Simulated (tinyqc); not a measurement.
Tunnelling through a two-layer gate stack, WKB transmission and Tsu-Esaki current: two steps of the calculation.

Electrons leave the emitter at x = 0. Energies E (motion across the layers) are in eV from the emitter Fermi level; the collector Fermi level lies at -V and offers states at every E. No charge in the dielectric and no image force: F1 = V/(t1 + t2 eps1/eps2), F2 = F1 eps1/eps2; U = phi1 - F1 x in layer 1 and phi2 - F1 t1 - F2 (x - t1) in layer 2. With C = hbar^2/(2 m0), kappa = sqrt(m (U - E)/C) where U > E and 0 elsewhere; T(E) = exp(-S), S = 2 times the integral of kappa over x.

Parameters, values chosen for the exercise; layer 1 close to silicon dioxide, layer 2 close to zirconium oxide: temperature T = 200 K; Fermi energy of the emitter above its band bottom Ef = 2.3 eV; emitter mass in the supply function me = 1 m0; barrier of layer 1 above the emitter Fermi level at zero bias phi1 = 3.2 eV; tunnelling mass of layer 1 m1 = 0.49 m0; thickness of layer 1 t1 = 0.9 nm; relative permittivity of layer 1 eps1 = 3.82; barrier of layer 2 at zero bias phi2 = 1.36 eV; tunnelling mass of layer 2 m2 = 0.25 m0; thickness of layer 2 t2 = 1.3 nm; relative permittivity of layer 2 eps2 = 25.6; voltage across the dielectric V = 0.3 V; energy of the electron followed E = 0 eV; lower end of the energy grid Ea = -1.4 eV; upper end of the energy grid Eb = 0.17 eV; points of the energy grid nE = 9.

Constants: q = 1.602176634e-19 C, kB = 1.380649e-23 J/K, hbar = 1.054571817e-34 J s, m0 = 9.1093837015e-31 kg, Vt = kB T/q, hbar^2/(2 m0) = 0.0380998212 eV nm^2. Results are converted to the units shown.

Problem 1. WKB exponent in closed form. Each layer adds (2/F) sqrt(m/C) [G(u at its left edge) - G(u at its right edge)] to S, with u = U - E (0 where negative) and G(u) = (2/3) u^1.5. The slope follows from 1/d = -dS/dE.

Give: S; T(E); energy d over which T(E) grows by a factor e.

Solution 1.

S = 18.26
T(E) = 1.169e-8
energy d over which T(E) grows by a factor e = 0.1986 eV

The midpoint rule gives S = 18.264, so its T(E) is within 0.01 % of this value. The band edge stays above E through the whole stack: direct tunnelling through a trapezoid.

Problem 2. Current density on a coarse energy grid. J = J0 times the integral of T(E) N(E) dE, N = ln[(1 + exp(-E/Vt))/(1 + exp((-E - V)/Vt))], J0 = q^2 me m0 kB T/(2 pi^2 hbar^3) (times 1e-4 for A/cm^2 per eV), by Simpson's rule on nE equally spaced points from Ea to Eb.

Give: E; T(E); N; T(E) N; J0; J.

Solution 2.

| point | E (eV) | T(E) | N | T(E) N |
|---|---|---|---|---|
| 0 | -1.4000 | 3.2179e-11 | 17.407 | 5.6014e-10 |
| 1 | -1.2038 | 6.6489e-11 | 17.407 | 1.1574e-9 |
| 2 | -1.0075 | 1.4094e-10 | 17.407 | 2.4533e-9 |
| 3 | -0.8113 | 3.0747e-10 | 17.407 | 5.3521e-9 |
| 4 | -0.6150 | 6.9310e-10 | 17.407 | 1.2065e-8 |
| 5 | -0.4188 | 1.6226e-9 | 17.406 | 2.8242e-8 |
| 6 | -0.2225 | 3.9710e-9 | 12.899 | 5.1222e-8 |
| 7 | -0.0262 | 1.0253e-8 | 1.7203 | 1.7638e-8 |
| 8 | 0.1700 | 2.8295e-8 | 5.2021e-5 | 1.4719e-12 |

J0 = 2.7891e8 A/(cm^2 eV)
J = 6.2326 A/cm^2

The integrand peaks at E = -0.223 eV among these points.

tinyqc, about 0.04 s, one thread, Intel Xeon 2.30GHz (shared host): `OMP_NUM_THREADS=1 python tinyqc.py 2540006 2540007 out.jsonl`
